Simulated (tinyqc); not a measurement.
Inside a calculation. Method: plane-wave Kohn-Sham cycle with exchange-only LDA in a layered model solid. One step of it, computed by the program tinyqc.

Question. Iteration 1: Hamiltonian at one k. H(m,m') = (k + G_m)^2/2 delta + V(G_m - G_m'), with V(-G) = V(G).

A solid whose potential varies along x alone (atomic units):
```
parameter                      value
period a                   15.200000
cross-section of the cell  27.000000
electrons per cell                 2
grid points                       16
plane waves -n..n, n               2
k points                           2
V1 in V1 cos(2 pi x/a)     -0.720000
```

V(G_m), m = 0, 1, 2, ... (hartree): -0.166954  -0.360000  0.000000  0.000000  0.000000

k = 0.250000 2 pi / a

Give: H.

Answer.

H (hartree), lower triangle:
```
         -2       -1       +0       +1      +2
-2   0.0947
-1  -0.3600  -0.1189
+0   0.0000  -0.3600  -0.1616
+1   0.0000   0.0000  -0.3600  -0.0335
+2   0.0000   0.0000   0.0000  -0.3600  0.2656
```
